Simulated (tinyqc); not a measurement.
Shrinking the pitch: stress in a transistor channel from embedded alloy regions, liners and fins, by half-space elasticity. Computed by tinyqc, a small Python program. Command: `OMP_NUM_THREADS=1 python tinyqc.py 3022349 3022350 out.jsonl stressor walk`. One thread of a shared host (Intel(R) Xeon(R) Processor @ 2.30GHz), about 0.01 s of CPU time with the checks.

Plane strain in an isotropic half-space, the same constants everywhere; x along the channel from its centre, y downwards from the free surface; stress is positive in tension.

Inputs (values chosen for the exercise, modelled on silicon): alloy fraction x = 0.28; lattice change per unit x, beta = 0.0416; Young's modulus E = 170 GPa; Poisson ratio nu = 0.28; channel length L = 106 nm; length of each stressor S = 185 nm; recess depth d = 45 nm; depth of the field point y = 1.3 nm.

Stressor: Si(1-x)Ge(x) source and drain.

Method:
- Misfit e = beta x. A fully constrained inclusion holds the stress -p with p = E e/(1 - 2 nu); a blanket film would hold -E e/(1 - nu) in the plane.
- A line element dA of misfit at (a, c) in the half-space gives, with C = E e/(2 pi (1 - nu)), X = x - a, r1^2 = X^2 + (y - c)^2, r2^2 = X^2 + Y^2, Y = y + c: s_xx = -C dA {[X^2 - (y - c)^2]/r1^4 + 3 [X^2 - Y^2]/r2^4 + 4 y Y (Y^2 - 3 X^2)/r2^6}, s_yy = C dA {[X^2 - (y - c)^2]/r1^4 - [X^2 - Y^2]/r2^4 + 4 y Y (Y^2 - 3 X^2)/r2^6}. These are integrated over two rectangles, L/2 < |a| < L/2 + S, 0 < c < d (closed form in a, 200 Gauss-Legendre points in c).
- L and S are scaled together at fixed d, then S alone, then L alone.

misfit e = 0.011648

S_xx at the centre (MPa):
```
scale  L and S scaled  S alone  L alone
0.35          -2199.1  -1154.8  -3159.8
0.50          -2246.7  -1380.4  -2774.6
0.70          -2089.7  -1582.8  -2312.3
1.00          -1774.2  -1774.2  -1774.2
1.40          -1422.0  -1926.6  -1290.4
2.00          -1069.0  -2056.9   -862.1
3.00           -743.2  -2169.2   -508.3
```

What follows from these numbers?

Halving S alone keeps 0.78 of the stress, halving L alone gives 1.56, and halving both 1.27: a shorter channel brings the walls closer, a shorter stressor brings its far wall, which pulls the other way, closer too. Neighbouring devices are left out.
